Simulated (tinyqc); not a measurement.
Dopant redistribution at a moving silicon-oxide interface during parabolic oxidation: one step, computed by the program tinyqc.

Uniformly doped silicon is oxidised with x_ox = sqrt(B t); the interface advances into the silicon by alpha x_ox, alpha = 0.44. The dopant does not move in the oxide, and at the interface C(silicon) = m C(oxide).

Question. Interface concentration. With the dopant diffusivity D and s = alpha x_ox/(2 sqrt(D t)), in the silicon C = C_B + (C_s - C_B) erfc(y/(2 sqrt(D t)))/erfc(s), y from the original surface. Dopant balance at the interface gives C_s/C_B = 1/[1 + (1/(m alpha) - 1) g], g = sqrt(pi) s exp(s^2) erfc(s).

Inputs (values chosen for the exercise, modelled on boron in silicon under steam): segregation coefficient m = C(silicon)/C(oxide) = 0.2; bulk doping C_B = 3.2e+15 1/cm^3; temperature T = 1075 C.

s = 0.8398774

Give: g; ratio C_s/C_B; C_s in the silicon; concentration in the oxide.

Answer.

g = 0.7081

ratio C_s/C_B = 0.1199

C_s in the silicon = 3.838e+14 1/cm^3

concentration in the oxide = 1.919e+15 1/cm^3

m alpha = 0.088: the oxide takes more dopant than the consumed silicon held, so the silicon is depleted. For a very fast interface the ratio would tend to m alpha. Caution: parabolic growth needs an oxide much thicker than the Deal-Grove length A, which fails for thin films and low temperatures; oxidation-enhanced or retarded diffusion is ignored.
